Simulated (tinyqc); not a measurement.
Equilibrium crystal shape, supported particles, Gibbs-Thomson effect and coarsening: one step, computed by the program tinyqc.

A cubic crystal bounded by {100}, {110} and {111} facets only.

Task: Chemical potential of the particle. For the Wulff shape mu - mu(bulk) = 2 Omega gamma/h, with gamma and h = lambda gamma the energy and distance of any one facet plane, here (111); the vapour pressure rises by exp[(mu - mu(bulk))/(k_B T)].

Inputs (values chosen for the exercise, modelled on silver): atoms in the particle N = 2700; temperature T = 1075 K.

Omega = 17.05 angstrom^3

gamma (J/m^2): (100) 1.090, (110) 1.110, (111) 0.982

distances of the planes from the centre (nm): {100} 2.208814, {110} 2.249342, {111} 1.989959

Constants: e = 1.602176634e-19 C; k_B = 8.617333262e-05 eV/K.

Give: mu - mu(bulk); pressure ratio.

Result:

mu - mu(bulk) = 105.0 meV

pressure ratio = 3.107

Caution: below a few thousand atoms edges and corners add to the energy and facets hold few atoms.
